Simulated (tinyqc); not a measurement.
From results back to parameters: deformation-potential model of the L valleys of a conduction band. Two cases, with inputs chosen for the exercise.

Problem. An ellipsoidal valley with ml > mt has the density-of-states mass m_d = (ml mt^2)^(1/3) and, averaged over equivalent valleys, the conductivity mass m_c = 3/(1/ml + 2/mt).

Case 1.

m_d = 0.2260489 m0
m_c = 0.1228481 m0

Case 2.

m_d = 0.2210333 m0
m_c = 0.1199381 m0

Find: K = ml/mt; mt; ml.

Solution. With K = ml/mt, m_d/m_c = K^(1/3) (2 + 1/K)/3, which rises steadily for K > 1 and so fixes K; then mt = m_d K^(-1/3) and ml = K mt.

Case 1.

K = ml/mt = 19.488
mt = 0.084 m0
ml = 1.637 m0

Case 2.

K = ml/mt = 19.585
mt = 0.082 m0
ml = 1.606 m0

Computed by tinyqc, one run a case: `OMP_NUM_THREADS=1 python tinyqc.py N N+1 out.jsonl` with N = 1081472, 1081502; one thread of a shared Intel(R) Xeon(R) Processor @ 2.30GHz, about 0.05 s a run at most.
